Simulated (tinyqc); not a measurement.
# Changing the mobility mu

Model: current of a Schottky diode by thermionic-emission-diffusion theory, and its read-back from I-V-T and C-V data. Computed by tinyqc, a small Python program. Command: `OMP_NUM_THREADS=1 python tinyqc.py 3002451 3002452 out.jsonl schottky sweep`. One thread of a shared host (Intel(R) Xeon(R) Processor @ 2.30GHz), about 0.01 s of CPU time with the checks.

Full ionisation, no tunnelling, no recombination current. V is the voltage across the junction itself, forward positive.

Inputs (values chosen for the exercise, modelled on n-type GaN):
```
quantity                                     value           unit
Richardson constant A*                        26.1   A/(cm^2 K^2)
effective density of states at 300 K, N_c  2.4e+18         1/cm^3
permittivity eps                               9.7              -
barrier without image force phi_0             1.13             eV
doping N                                   6.2e+16         1/cm^3
series resistance R_s                         0.23  milliohm cm^2
junction voltage V                            0.34              V
temperature T                                  300              K
```

Barrier: uniform.

Constants: k_B = 8.617333262e-05 eV/K; e = 1.602176634e-19 C; eps_0 = 8.8541878128e-12 F/m.

Method:
- N_c(T) = N_c (T/300 K)^(3/2); V_bi = phi_0 - (k_B T/e) ln(N_c(T)/N); surface field F = sqrt(2 e N (V_bi - V - k_B T/e)/(eps eps_0)); image lowering d_phi = sqrt(e F/(4 pi eps eps_0)); effective barrier phi = phi_0 - d_phi.
- Collection velocity v_R = A* T^2/(e N_c(T)); diffusion velocity v_D = mu F; J = e N_c(T) v_R/(1 + v_R/v_D) exp(-phi/k_B T) [exp(e V/k_B T) - 1].
- Terminal voltage V + J R_s.
- Ideality n = (e/k_B T)/(d ln J/dV) by a central difference of +/- 1 mV; J_0 = J exp(-e V/(n k_B T)); apparent barrier phi_IV = k_B T ln(A* T^2/J_0); a C-V plot gives phi_CV = phi_0, the mean without lowering.

One run for each value:
```
mobility mu (cm^2/(V s))  current density J (A/cm^2)  apparent barrier phi_IV (eV)  ideality factor n  v_D (cm/s)
0.5                                        6.686e-09                         1.194              1.036   6.223e+04
1.6                                        2.093e-08                         1.165              1.036   1.991e+05
16                                         1.630e-07                         1.113              1.032   1.991e+06
50                                         3.346e-07                         1.096              1.026   6.223e+06
160                                        5.074e-07                         1.087              1.021   1.991e+07
500                                        6.038e-07                         1.083              1.018   6.223e+07
1600                                       6.433e-07                         1.082              1.017   1.991e+08
5000                                       6.566e-07                         1.082              1.017   6.223e+08
```

Give the missing row, mobility mu (cm^2/(V s)) = 5.

Computed row:
```
mobility mu (cm^2/(V s))  current density J (A/cm^2)  apparent barrier phi_IV (eV)  ideality factor n  v_D (cm/s)
5                                          6.130e-08                         1.137              1.035   6.223e+05
```

Interpolating between the two neighbouring rows (the first column on a logarithmic scale, the others too where they are positive) misses most in current density J (A/cm^2), by 5.7 %. Over the rows, current density J (A/cm^2) rises from 6.69e-9 to 6.57e-7 (exponent d ln y / d ln x 0.98 between the first rows and 0.018 between the last); apparent barrier phi_IV (eV) falls from 1.19 to 1.08 (exponent d ln y / d ln x -0.021 between the first rows and -3.2e-4 between the last); ideality factor n falls from 1.036 to 1.017 (exponent d ln y / d ln x -3.7e-4 between the first rows and -3.5e-4 between the last). At the high end the exponent of current density J is 0.02, close to 0: thermionic emission limits. At the low end the exponent of current density J is 0.98, close to 1: diffusion limits. Reading a diffusion-limited diode with the thermionic formula overstates the barrier by k_B T ln(1 + v_R/v_D).
